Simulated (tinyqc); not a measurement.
Inside a calculation. Model: q-state Potts model on a small periodic square lattice: enumeration, Metropolis, heat-bath and Wolff steps. Computed by tinyqc, a small Python program that keeps every step. Command: `OMP_NUM_THREADS=1 python tinyqc.py 3113803 3113804 out.jsonl potts walk`. One thread of a shared host (Intel(R) Xeon(R) Processor @ 2.30GHz), about 0.05 s of CPU time with the checks. Intermediate numbers are printed to about 7 digits and carried at full precision; extremes and crossings named in words are read from the listed rows.

E = -J x (number of nearest-neighbour bonds with equal states); n x n sites with periodic edges have 2 n^2 bonds. Order parameter m = (q f - 1)/(q - 1), f being the largest share of one state. Sites are numbered row by row from 0. Here q = 3 and n = 3.

Inputs (values chosen for the exercise, for a model of domains or grain orientations): number of states q = 3; edge n = 3; coupling J = 18 meV; temperature T = 274 K; seed = 803244.

Update: Metropolis.

Constants: k_B = 8.617333262e-05 eV/K.

## Scales

K = J/(k_B T); the infinite square lattice orders at K_c = ln(1 + sqrt(q)); Wolff bond probability p = 1 - exp(-K).

K = 0.7623406

K_c = 1.005053

T_c of the infinite lattice = 207.8313 K

p = 0.5334269

## Density of states

All q^(n^2) states are counted by their number b of equal bonds; weights g(b) exp(K b), K = J/(k_B T). Per site: u = -J <b>/n^2, c/k_B = K^2 (<b^2> - <b>^2)/n^2.

States by number of equal bonds:
```
b   g(b)   probability
0     12  1.035426e-06
2    540  2.140387e-04
3    936  7.951603e-04
4   3240  5.899350e-03
5   3996  1.559427e-02
6   3348  2.800305e-02
7   3240  5.808248e-02
8   2592  9.958993e-02
9    660  5.435065e-02
10   810  1.429638e-01
11   108  4.085499e-02
12   144  1.167520e-01
14    54  2.011204e-01
18     3  2.357789e-01
```

The most probable level has b = 18 of 18 bonds.

## Exact averages

ln Z = ln sum g(b) exp(K b); entropy per site s/k_B = (ln Z - K <b>)/n^2.

<b> = 12.30463

energy u = -24.60925 meV/site

heat capacity c = 1.006241 k_B/site

entropy s = 0.7650321 k_B/site

## Order parameter

The same sums with m: <m> and the Binder ratio U = 1 - <m^4>/(3 <m^2>^2).

<m> = 0.6561070

Binder ratio U = 0.5115060

## Eight single-site steps

start states:
```
[[2, 2, 0],
 [2, 2, 1],
 [1, 0, 2]]
```

random numbers, one row a step:
```
[[0.4294, 0.7229, 0.3321],
 [0.8613, 0.0114, 0.0781],
 [0.0319, 0.2764, 0.7395],
 [0.6226, 0.0656, 0.7009],
 [0.3216, 0.6727, 0.0098],
 [0.2272, 0.2911, 0.3758],
 [0.8609, 0.3970, 0.0377],
 [0.8276, 0.7748, 0.8450]]
```

Site = floor(r1 n^2). Trial state = (old + 1 + floor(r2 (q - 1))) mod q; it is accepted if r3 < min(1, exp(K db)), db the change in equal bonds.

Steps:
```
site  old  trial  db  acceptance  new
3       2      1   0    1.000000    1
7       0      1   1    1.000000    1
0       2      0   0    1.000000    0
5       1      2   1    1.000000    2
2       0      2   2    1.000000    2
2       2      0  -2    0.217690    2
7       1      2   2    1.000000    2
7       2      1  -2    0.217690    2
```

states afterwards:
```
[[0, 2, 2],
 [1, 2, 2],
 [1, 2, 2]]
```

## A longer run and its error bar

After 400 updates are discarded, b is recorded for 4000 sweeps of n^2 steps of the update named (random numbers not printed, so these rows are one sample). Records are averaged in blocks; the error is the scatter of block means over sqrt(number of blocks), and the last column its square over that for single records.

Blocking:
```
block length    mean b      error  variance ratio
1             12.25975  0.0623221        1.000000
4             12.25975  0.1037683        2.772334
16            12.25975  0.1372833        4.852342
40            12.25975  0.1608229        6.659045
100           12.25975  0.1750859        7.892569
```

The run gives 12.260 +/- 0.161 (blocks of 40) against the exact 12.305, a difference of 0.3 error bars. Single records understate the error by a factor of about 2.6, because successive records are correlated.

## Across the transition

m and U = 1 - <m^4>/(3 <m^2>^2) from the same sums; K = K_c T_c/T.

Exact values for this lattice:
```
T/T_c  share of equal bonds  c (k_B/site)        <m>          U
0.50              0.9986014      0.047186  0.9989094  0.6664442
0.70              0.9829931      0.322418  0.9854439  0.6630940
0.85              0.9438060      0.752337  0.9476631  0.6516933
0.95              0.8986676      1.051495  0.9008335  0.6352913
1.00              0.8710611      1.162000  0.8711112  0.6237668
1.10              0.8101633      1.256831  0.8034619  0.5942409
1.25              0.7198367      1.122554  0.6990915  0.5385505
1.50              0.6069770      0.699232  0.5635494  0.4443145
2.00              0.4979089      0.265390  0.4296334  0.3313765
3.00              0.4256935      0.079715  0.3438745  0.2697601
```

c is largest, 1.26 k_B, at T/T_c = 1.1: on so small a lattice the transition is a broad bump. At T_c the infinite lattice has a share (1 + 1/sqrt(q))/2 = 0.789 of equal bonds, against 0.871 here. <m> stays at 0.34 at 3 T_c, since the largest share among 9 sites always exceeds 1/q on average.

Checks made by the program: number of states (relative difference below 1e-10).
